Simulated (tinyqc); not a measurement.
Thermal boundary conductance by the acoustic and diffuse mismatch models: one step, computed by the program tinyqc. Command: `OMP_NUM_THREADS=1 python tinyqc.py 3028746 3028747 out.jsonl kapitza walk`. One thread of a shared host (Intel(R) Xeon(R) Processor @ 2.30GHz), about 0.01 s of CPU time with the checks.

Each side has one longitudinal and two transverse Debye branches, omega = v q up to q_D = (6 pi^2 n)^(1/3), with n counting all atoms. Scattering at the interface is elastic. Electrons are left out of G, also for metals. Melting is ignored. G refers to the temperatures of the phonons sent towards the interface. Linear branches over all atoms overstate G at high T, most for crystals with several atoms a cell.

Task: Temperature rise through the stack. In series: Delta T = J (d_1/kappa_1 + R + d_2/kappa_2), with bulk conductivities in the layers and one-dimensional flow.

Inputs (values chosen for the exercise, modelled on diamond (side 1) and silicon (side 2)): conductivity kappa_1 = 2240 W/(m K); conductivity kappa_2 = 149 W/(m K); temperature T = 150 K; thickness d_1 = 110 nm; thickness d_2 = 100000 nm; heat flux J = 3.8 kW/cm^2.

Structure: film on a substrate.

boundary resistance R = 3.826122 m^2 K/GW

Give: temperature drops; total rise Delta T; interface share of film plus interface.

Result:

temperature drops (K): film 0.0018661, interface 0.14539, substrate 25.503

total rise Delta T = 25.651 K

interface share of film plus interface = 0.98733

The substrate takes the largest drop, 99 % of the total. Caution: kappa_2 is of room-temperature size, so the Kapitza length is only nominal at this T. Caution: the conductivities are of room-temperature size; at this T real values can differ much and free paths can be long. Caution: R from emitted-phonon temperatures is too large for use in series with Fourier layers, by up to a factor of about 2.
